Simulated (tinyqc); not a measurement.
Changing the thickness d_2: longitudinal sound in a periodic multilayer: transfer matrices, stop bands and folded phonons. Computed by tinyqc, a small Python program. Command: `OMP_NUM_THREADS=1 python tinyqc.py 3031974 3031975 out.jsonl multilayer sweep`. One thread of a shared host (Intel(R) Xeon(R) Processor @ 2.30GHz), about 0.01 s of CPU time with the checks.

Layers 1 and 2 repeat with period d = d_1 + d_2; waves travel normal to the layers, without loss. State vector (u, s): displacement u and stress divided by omega. Impedances Z = rho v are in 1e6 kg/(m^2 s).

Inputs (values chosen for the exercise, modelled on aluminium (layer 1), tungsten (layer 2) and silicon (substrate)): density rho_1 = 2.72 g/cm^3; velocity v_1 = 6430 m/s; thickness d_1 = 5.09 nm; density rho_2 = 19.5 g/cm^3; velocity v_2 = 5260 m/s; substrate density = 2.32 g/cm^3; substrate velocity = 8500 m/s; periods N = 12.

Method:
- Z = rho v; interface reflection r = (Z_2 - Z_1)/(Z_2 + Z_1) (stress amplitude, from 1 into 2); Bragg frequency f_B = 1/[2 (d_1/v_1 + d_2/v_2)]; long-wave velocity v_eff = d/sqrt[(d_1/v_1)^2 + (d_2/v_2)^2 + (Z_1/Z_2 + Z_2/Z_1)(d_1/v_1)(d_2/v_2)].
- A layer maps (u, s) by [[cos p, sin p/Z], [-Z sin p, cos p]], p = 2 pi f d_i/v_i; one period is M = M_2 M_1, and cos(q d) = trace(M)/2.
- For N periods A = M^N. A wave comes from a thick layer of material 1 and leaves into the substrate (Z_s): transmitted power T = 4 Z_1 Z_s/|Z_1 A_22 + Z_s A_11 - i (Z_1 Z_s A_12 - A_21)|^2, reflected power R = 1 - T.
- Gap m contains m f_B; its edges, where trace(M)/2 = (-1)^m, are found by root search. Weak-contrast estimate of the width: (4 f_B/pi) |r sin(m pi a)|, a = (d_1/v_1)/(d_1/v_1 + d_2/v_2).

One run for each value:
```
thickness d_2 (nm)  width/f_B (%)  Bragg frequency f_B (GHz)  transmitted power at f_B  long-wave velocity v_eff (m/s)
0.694                        49.1                      541.4                 4.001e-09                            5124
1.090                        62.2                      500.6                 2.900e-12                            4797
1.700                        76.8                      448.5                 2.486e-15                            4502
2.660                        92.0                      385.4                 1.202e-17                            4267
4.160                       100.3                      316.0                 1.646e-18                            4124
6.520                        92.0                      246.2                 1.205e-17                            4083
10.200                       76.8                      183.1                 2.491e-15                            4138
16.000                       62.0                      130.4                 3.197e-12                            4269
25.000                       49.1                       90.2                 4.045e-09                            4440
```

Over the rows, width/f_B (%) goes from 49.1 through a maximum among these rows, 100 at 4.16, to 49.1; Bragg frequency f_B (GHz) falls from 541 to 90.2 (exponent d ln y / d ln x -0.17 between the first rows and -0.83 between the last); transmitted power at f_B goes from 4.00e-9 through a minimum among these rows, 1.65e-18 at 4.16, to 4.04e-9. The relative width is largest when both layers have equal transit times, at d_2 = 4.16 nm.

Caution (rows 0.694, 1.09, 1.70, 2.66, 4.16): at these frequencies damping, strong in glasses, and rough interfaces, both left out here, can weaken the stop bands; layers only a few atoms thick are also beyond continuum acoustics. Caution (all rows): so small a transmitted power at f_B holds only for perfect layers and strictly normal incidence.

Extremes, crossings and ranges named in words are read from the listed rows.
